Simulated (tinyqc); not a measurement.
Thickness series: competing polymorphs of an oxide film: bulk, surface, grain-boundary, dopant and field terms. Computed by tinyqc, a small Python program. Command: `OMP_NUM_THREADS=1 python tinyqc.py 3000113 3000114 out.jsonl polymorph walk`. One thread of a shared host (Intel(R) Xeon(R) Processor @ 2.30GHz), about 0.01 s of CPU time with the checks.

Phases: monoclinic m (reference), polar orthorhombic o, tetragonal t. Free energies per formula unit (f.u.); 1 J/m^2 x angstrom^3/nm = 6.241509 meV.

Inputs (values chosen for the exercise, for a model oxide):
```
quantity                                    value          unit
energy of the polar phase o over m             45      meV/f.u.
energy of the tetragonal phase t over m       122      meV/f.u.
entropy of o over m                        0.0028  meV/(f.u. K)
entropy of t over m                         0.054  meV/(f.u. K)
surface energy of m                          3.39         J/m^2
surface energy of o                          2.98         J/m^2
surface energy of t                           2.8         J/m^2
grain-boundary energy over surface energy    0.56             -
volume per formula unit Omega                32.7    angstrom^3
grain radius R                                 10            nm
temperature T                                 900             K
dopant content x                              5.5             %
shift of o per % of dopant                   -6.9      meV/f.u.
shift of t per % of dopant                    -14      meV/f.u.
interlayer thickness (SiO2)                  0.51            nm
```

Geometry: columnar grains in a film.

permittivities of m, o, t: 19  27  39

Method:
- Bulk term b = H - T S + (shift) x, zero for m. The undoped bulk turns from m to t at T = H_t/S_t.
- With G = b + gamma Omega A (b the bulk free energy per formula unit, A the area per volume), two phases i, j cross at A_ij = (b_j - b_i)/(Omega (gamma_i - gamma_j)); o has a window only if A_mo < A_ot.
- Area per volume: A = 2/h + f_b/R (two free faces; the side wall 2/R is shared by two grains and carries f_b gamma); G = b + gamma Omega A.
- Grain radii are log-normal by volume with median R and width sigma; the share with A above A* is that with radius below R*, R* = f_b/(A* - 2/h) (all grains if A* <= 2/h), share = (1/2) erfc[-ln(R*/R)/(sqrt 2 sigma)]. Effective permittivity of a layer of thickness h built of such grains, taken in parallel: sum of share x eps; EOT = interlayer + 3.9 h/eps.
- The median radius is held at R.

b (meV/f.u.): m 0.00, o 4.53, t -3.60

A_mo = 0.0541349 1/nm

A_ot = -0.221300 1/nm

A_mt = -0.0298960 1/nm

Against thickness:
```
h (nm)  A at R (1/nm)  share m  share o  share t  eps  EOT (nm)
3             0.72267        0        0        1   39      0.81
4             0.55600        0        0        1   39      0.91
6             0.38933        0        0        1   39      1.11
8             0.30600        0        0        1   39      1.31
11            0.23782        0        0        1   39      1.61
15            0.18933        0        0        1   39      2.01
22            0.14691        0        0        1   39      2.71
35            0.11314        0        0        1   39      4.01
```

What does the comparison show, and why?

From 3 to 35 nm the share of t stays at 1.00 and that of m by less than the digits shown, at 0.00; o stays under 2 %. A at the median radius runs from 0.723 down to 0.113 1/nm, against the crossings A_mo = 0.054, A_ot = -0.221 and A_mt = -0.030; the majority phase is t in the thinnest film and t in the thickest.

Extremes, crossings and ranges named in words are read from the listed rows.
